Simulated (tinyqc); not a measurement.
Resistance of a source-drain extension with a graded tip: one step of the calculation.

y runs along the channel, the gate covers y > 0. The doping is N0 for y < y0 and N0 10^(-(y - y0)/la) beyond, uniform over the depth xj. Sheet conductance s(y) = q mu(N) max(N - Nch, 0) xj + (for y > 0) ma Cox Vo, with mu(N) = u0 + (u1 - u0)/(1 + (N/Nr)^au) and Cox = eps0 eox/tox. Current is taken as one-dimensional; depletion of the tip, spreading and the contact are left out. The metallurgical junction lies at yj, where N = Nch.

Task. Resistance of the overlapped part. Midpoint rule on 11 equal steps from 0 to yj: R_ov = sum h/s(y), per width.

Parameters, values chosen for the exercise; mobility law close to that of electrons in silicon: relative permittivity of the gate insulator (close to silicon dioxide) eox = 3.9; insulator thickness tox = 1.2 nm; active doping of the extension far from the gate N0 = 1e20 cm^-3; lateral abruptness la = 3.4 nm/decade; position under the gate where the fall begins (gate edge at 0) y0 = 3.2 nm; depth of the extension xj = 28 nm; channel doping Nch = 2.5e18 cm^-3; gate overdrive Vo = 0.83 V; mobility of the gate-induced layer ma = 220 cm^2/(V s); mobility at low doping u1 = 1414 cm^2/(V s); mobility at high doping u0 = 68.5 cm^2/(V s); reference doping Nr = 9.2e16 cm^-3; exponent au = 0.711.

Constants: q = 1.602176634e-19 C, eps0 = 8.8541878128e-14 F/cm where lengths are in cm. Results are converted to the units shown.

Find: y; N; doped conductance; sheet resistance; R_ov.

Result.

| point | y (nm) | N (cm^-3) | doped conductance (uS) | sheet resistance (ohm/square) |
|---|---|---|---|---|
| 0 | 0.39305 | 1.0000e20 | 3401.7 | 254.64 |
| 1 | 1.1791 | 1.0000e20 | 3401.7 | 254.64 |
| 2 | 1.9652 | 1.0000e20 | 3401.7 | 254.64 |
| 3 | 2.7513 | 1.0000e20 | 3401.7 | 254.64 |
| 4 | 3.5374 | 7.9572e19 | 2745.1 | 305.76 |
| 5 | 4.3235 | 4.6726e19 | 1673.5 | 454.77 |
| 6 | 5.1096 | 2.7438e19 | 1023.8 | 645.47 |
| 7 | 5.8957 | 1.6112e19 | 621.88 | 871.59 |
| 8 | 6.6818 | 9.4612e18 | 364.22 | 1124.0 |
| 9 | 7.4679 | 5.5558e18 | 188.68 | 1400.3 |
| 10 | 8.2540 | 3.2624e18 | 57.160 | 1716.4 |

R_ov = 5.9247 ohm um

Program tinyqc, `OMP_NUM_THREADS=1 python tinyqc.py 2282299 2282300 out.jsonl`; Intel Xeon 2.30GHz, shared host, one thread, about 0.03 s.
